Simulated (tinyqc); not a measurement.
Input admittance of a MOSFET at zero drain bias: distributed channel and distributed gate: two steps of the calculation.

Source and drain grounded, strong inversion, w = 2 pi f, Cox = eps0 eox/tox. The channel is an RC line of resistance 1/(mu Cox Vo) per square fed from both ends, so one finger has the intrinsic admittance y = i w Cox L tanh(g)/g per width, g = (1/2) sqrt(i w tau), tau = L^2/(mu Vo). The vertical resistance rv/L is in series with y, the overlaps 2 i w Cov in parallel: y_t = 1/(1/y + rv/L) + 2 i w Cov. The gate strip is a line of Rsh/L per length loaded by y_t, so a finger has Y = y_t Wf tanh(k)/k, k = (Wf/sd) sqrt(y_t Rsh/L); the device has Nf Y.

Inputs (values chosen for the exercise); values of the order met in silicon radio-frequency transistors: relative permittivity of the gate insulator (close to zirconium oxide) eox = 24.8; insulator thickness tox = 10 nm; channel length L = 0.095 um; finger width Wf = 8.3 um; number of fingers Nf = 16; channel mobility mu = 190 cm^2/(V s); gate overdrive Vo = 0.66 V; sheet resistance of the gate Rsh = 6.4 ohm/square; vertical resistivity of the gate stack rv = 2.1 ohm um^2; number of ends at which a finger is contacted sd = 1; overlap and fringe capacitance on each side Cov = 0.32 fF/um; frequency f = 3.5 GHz.

Constants: eps0 = 8.8541878128e-14 F/cm where lengths are in cm. Results are converted to the units shown.

Problem 1. Admittance of the channel and stack per width. tau, g, c = Cox L, y and y_t as defined.

Find: tau; g; c; y; y_t.

Solution 1.

tau = 0.71970 ps
g = 0.044479+0.044479i
c = 2.0860 fF/um
y = 0.061+45.874i uS/um
y_t = 0.107+59.949i uS/um

w tau = 0.0158, and Im y is 1.00 of w c.

Problem 2. Input impedance of the device. k and Y as defined; Z = 1/(Nf Y) = R + 1/(i w C); Q = |Im Z|/R; signal at the point farthest from a contact |1/cosh k|.

y_t = 0.107024+59.948631i uS/um

Give: k; Nf Y; R; C; Q; signal at the far point.

Solution 2.

k = 0.37331+0.37264i
Nf Y = 0.7430+7.8775i mS
R = 11.867 ohm
C = 361.40 fF
Q = 10.603
signal at the far point = 0.99337

Program tinyqc, `OMP_NUM_THREADS=1 python tinyqc.py 2262240 2262241 out.jsonl`; Intel Xeon 2.30GHz, shared host, one thread, about 0.01 s.
